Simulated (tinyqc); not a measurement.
# Bandgap voltage reference from two bipolar transistors, step by step

Program tinyqc, `OMP_NUM_THREADS=1 python tinyqc.py 2062047 2062048 out.jsonl`; Intel Xeon 2.30GHz, shared host, one thread, about 0.02 s. Printed values are rounded.

Two transistors of area 1 and N carry the same current I. Is(T) = Is (T/T0)^eta exp[(Vg0 q/kB)(1/T0 - 1/T)], VBE1 = Vt ln(I/Is(T)) + I rb, VBE2 = Vt ln(I/(N Is(T))) + I rb/N. The amplifier forces I R1(T) = VBE1 - VBE2 + Vos, with R(T) = R (1 + tc (T - T0)) for both resistors, and the output is Vref = VBE1 + I R2(T). Base currents and the Early effect are neglected.

Values chosen for this exercise; values of the order met in silicon bipolar transistors: reference temperature T0 = 300 K; band-gap voltage extrapolated to 0 K Vg0 = 1.183 V; temperature exponent of the saturation current eta = 3.6; saturation current of the unit transistor at T0 Is = 1.9e-17 A; area ratio of the second transistor N = 24; resistor across which the difference of VBE falls, at T0 R1 = 37 kohm; temperature coefficient of both resistors tc = 0 ppm/K; offset of the amplifier Vos = 0 mV; series resistance of the unit transistor rb = 0 ohm; output resistor at T0 R2 = 271.7 kohm; temperature T = 358 K.

Constants: q = 1.602176634e-19 C, kB = 1.380649e-23 J/K. Results are converted to the units shown.

## Operating point at the reference temperature

Vt = kB T/q; I = (Vt ln N + Vos)/(R1(T) - rb (1 - 1/N)). Evaluate at T = T0.

Vt = 0.0258520 V
I = 2.22051 uA
Is(T) = 1.9e-17 A
VBE1 = 0.658821 V
I R2 = 0.603314 V
Vref = 1.26213 V

## Operating point at another temperature

Vt = kB T/q; I = (Vt ln N + Vos)/(R1(T) - rb (1 - 1/N)).

Vt = 0.0308501 V
I = 2.64981 uA
Is(T) = 5.95428e-14 A
VBE1 = 0.543302 V
I R2 = 0.719955 V
Vref = 1.26326 V

From T0 to T, VBE1 changes by -116 mV and I R2 by 117 mV, which leaves 1.12 mV in Vref.

## Resistor for zero slope at T0, ideal case

With tc = 0, Vos = 0 and rb = 0 the current is proportional to T, dVBE/dT = (VBE - Vg0 - (eta - 1) Vt)/T, and Vref has zero slope at T0 when Vref = Vg0 + (eta - 1) Vt0. Find VBE1, its slope, that Vref, R2/R1 and the curvature d2Vref/dT2 = -(eta - 1) kB/(q T0).

VBE1 = 0.658821 V
dVBE/dT = -1.97132 mV/K
Vref = 1.25022 V
R2/R1 = 7.19817
curvature = -0.746836 uV/K^2
